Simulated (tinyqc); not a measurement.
## ESD clamp with bipolar snapback, compact model and design window: effect of the drain ballast and contact resistance

The drain junction multiplies the current that enters it: Igen = (M - 1)(Ic + I0), M = 1/(1 - (Vj/BV)^n). The generated holes leave through the substrate resistance and the base of the parasitic npn: Igen = Vb/Rb + Ic/be, Ic = Is exp(Vb/Vt). Terminal current I = Ic + I0 + Igen and voltage V = Vj + I Ro, per width. Isothermal, constant gain.

For given Vb: Ic, Igen, M = 1 + Igen/(Ic + I0), Vj = BV (1 - 1/M)^(1/n), I and V. Vt1 is the maximum of V along the curve, Vh the following minimum, Vt2 the voltage at I = It2. It1 and Ih are the currents at Vt1 and Vh.

Values chosen for this exercise; values close to those of grounded-gate n-channel clamps:
- T = 300 K (temperature)
- BV = 6.6 V (junction breakdown voltage)
- n = 4.8 (exponent of the multiplication)
- be = 3.9 (current gain of the parasitic npn)
- Is = 3.6e-17 A/um (saturation current)
- I0 = 2.7e-12 A/um (junction leakage)
- Rb = 20000 ohm um (substrate resistance)
- It2 = 6.6 mA/um (failure current for 100 ns)

Constants: q = 1.602176634e-19 C, kB = 1.380649e-23 J/K, Vt = kB T/q. Results are converted to the units shown.

Effect of the drain ballast and contact resistance:
```
Ro (ohm um),Vt1 (V),It1 (uA/um),Vh (V),Ih (uA/um),Vt2 (V),Vt2 - Vt1 (V)
30,6.601,21.60,4.875,2187,4.962,-1.639
52,6.601,22.35,4.916,1639,5.107,-1.494
92,6.602,23.13,4.972,1212,5.371,-1.231
160,6.604,23.89,5.042,900.4,5.820,-0.7835
280,6.607,24.66,5.134,663.8,6.612,0.005559
490,6.612,25.43,5.252,486.4,7.998,1.386
860,6.621,26.23,5.404,353.0,10.44,3.819
1500,6.638,27.03,5.594,254.6,14.66,8.026
```

What does the comparison show?

As Ro goes from 30 to 1500 ohm um, Vt1 rises from 6.60 to 6.64 V, It1 rises from 21.6 to 27.0 uA/um, Vh rises from 4.88 to 5.59 V and Vt2 rises from 4.96 to 14.7 V. Vt2 exceeds Vt1, the condition for all fingers to turn on, in 4 of the 8 rows. Ballast buys uniform turn-on with a higher clamping voltage.

Program tinyqc, `OMP_NUM_THREADS=1 python tinyqc.py 2670039 2670040 out.jsonl`; Intel Xeon 2.30GHz, shared host, one thread, about 0.01 s.
